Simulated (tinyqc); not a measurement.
The decay curve: photoconductance decay in a wafer: bulk and surface recombination modes, and iron detection by pair splitting. Computed by tinyqc, a small Python program. Command: `OMP_NUM_THREADS=1 python tinyqc.py 3110681 3110682 out.jsonl pcd walk`. One thread of a shared host (Intel(R) Xeon(R) Processor @ 2.30GHz), about 0.01 s of CPU time with the checks.

Both faces of the wafer have the same S; injection is low and all coefficients are constant. x runs from -W/2 to W/2.

Inputs (values chosen for the exercise, modelled on p-type silicon):
```
quantity                          value         unit
thickness W                         725   micrometre
diffusivity D                      21.8       cm^2/s
bulk lifetime tau_b without iron    730  microsecond
surface recombination velocity S    400         cm/s
absorption coefficient alpha       3300         1/cm
```

Method:
- Even modes cos(a x) obey b tan b = S W/(2 D) with b = a W/2, odd modes sin(a x) obey -b cot b = S W/(2 D); each decays at the rate 1/tau_b + D a^2.
- tau_eff is the decay time of the first mode. The surface time is 1/(D a^2) of that mode; shortcuts for it are W/(2 S), W^2/(pi^2 D) and their sum, whose error is sum/surface time - 1.
- Light from one face makes n(x, 0) proportional to exp(-alpha (x + W/2)). Only even modes carry the thickness average: weight c_n = [sin b/b] int n cos(a x) dx / (int cos^2(a x) dx x mean n), with int exp(-alpha (x + W/2)) cos(a x) dx = [alpha cos b (1 - E) + a sin b (1 + E)]/(alpha^2 + a^2), E = exp(-alpha W), and int cos^2 = W/2 + sin(2 b)/(2 a).
- Mean density = sum_n c_n exp(-t/tau_n) over 60 modes; the local decay time is -1/(d ln n/dt).

W^2/(pi^2 D) = 24.4298 microsecond

tau_eff = 96.7121 microsecond

Decay:
```
t / (W^2/(pi^2 D))  t (microsecond)  mean density/start  local decay time (microsecond)
0.02                          0.489             0.94017                          14.788
0.05                          1.221             0.90487                          23.548
0.10                          2.443             0.86698                          33.617
0.20                          4.886             0.81664                          48.159
0.50                         12.215             0.72647                          76.552
1.00                         24.430             0.63154                          93.799
2.00                         48.860             0.48968                          96.671
```

What follows from these numbers?

The local decay time goes from 14.8 to 96.7 microsecond against tau_eff = 96.7. Early on higher modes speed the decay, so a fit must start late.
